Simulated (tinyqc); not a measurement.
Strength against creep resistance: grain growth, pinning, strength and diffusional creep of a polycrystal or thin film. Computed by tinyqc, a small Python program. Command: `OMP_NUM_THREADS=1 python tinyqc.py 3010335 3010336 out.jsonl grain walk`. One thread of a shared host (Intel(R) Xeon(R) Processor @ 2.30GHz), about 0.01 s of CPU time with the checks.

One mean grain size d describes the structure.

Inputs (values chosen for the exercise, modelled on polycrystalline silicon):
```
quantity                                    value        unit
atomic volume Omega                         20.02  angstrom^3
boundary energy gamma                        0.62       J/m^2
mobility prefactor M0                     1.3e-06   m^4/(J s)
activation energy of boundary motion Q_m     2.86          eV
anneal temperature T                         1379           K
anneal time t                                3800           s
initial grain size d0                          40          nm
particle volume fraction f                0.00016           -
particle radius r                             9.7          nm
film thickness h                              230          nm
surface energy gamma_s                        1.7       J/m^2
Hall-Petch slope k_y                         0.27   MPa m^0.5
lattice diffusion energy Q_l                 4.91          eV
boundary diffusion energy Q_b                2.62          eV
lattice prefactor D0                      2.4e-05       m^2/s
boundary prefactor delta D0b              1.2e-15       m^3/s
applied stress sigma                           30         MPa
service temperature T_c                       692           K
```

Sample: thin film on a substrate.

Constants: k_B = 8.617333262e-05 eV/K; k_B = 1.380649e-23 J/K.

Method:
- M = M0 exp(-Q_m/(k_B T)). The driving pressure is 2 gamma/d. Zener pinning pressure 3 f gamma/(2 r) stops growth at d_Z = 4 r/(3 f). Grooves where boundaries meet the surface have the angle theta = arcsin(gamma/(2 gamma_s)) and are taken to stop growth at d_h = h/(2 theta), a few film thicknesses; the limit is 1/d_lim = 1/d_Z + 1/d_h.
- dd/dt = 2 M gamma (1/d - 1/d_lim) integrates to 2 M gamma t = d_lim (d0 - d) + d_lim^2 ln[(d_lim - d0)/(d_lim - d)]; without pinning d^2 = d0^2 + 4 M gamma t.
- Nabarro-Herring rate = 14 sigma Omega D_l/(k_B T d^2), D_l = D0 exp(-Q_l/(k_B T)); Coble rate = 14 pi sigma Omega delta D_b/(k_B T d^3), delta D_b = delta D0b exp(-Q_b/(k_B T)); they are equal at d_x = pi delta D_b/D_l.
- Hall-Petch term k_y/sqrt(d).

crossover size d_x = 7.48167e+12 micrometre

At T_c and sigma:
```
d (nm)  Hall-Petch term (MPa)  Nabarro-Herring (1/s)  Coble (1/s)  time to 1 % (s)
30                     1558.8             4.0867e-26   1.0192e-11       9.8118e+08
100                     853.8             3.6780e-27   2.7518e-13       3.6340e+10
300                     493.0             4.0867e-28   1.0192e-14       9.8118e+11
1000                    270.0             3.6780e-29   2.7518e-16       3.6340e+13
3000                    155.9             4.0867e-30   1.0192e-17       9.8118e+14
10000                    85.4             3.6780e-31   2.7518e-19       3.6340e+16
100000                   27.0             3.6780e-33   2.7518e-22       3.6340e+19
```

What does the comparison show, and why?

From 100 micrometre to 30 nm grains the Hall-Petch term grows 58 times, while the time to 1 % strain shrinks by 10.6 decades. Coble creep rules in 7 of the seven rows (d_x is a millimetre or more). Fine grains resist slip but creep fast. The Hall-Petch value at 30 nm is at the edge of that law, and in a film grains much larger than h lose atoms to the surfaces instead.

Extremes, crossings and ranges named in words are read from the listed rows.
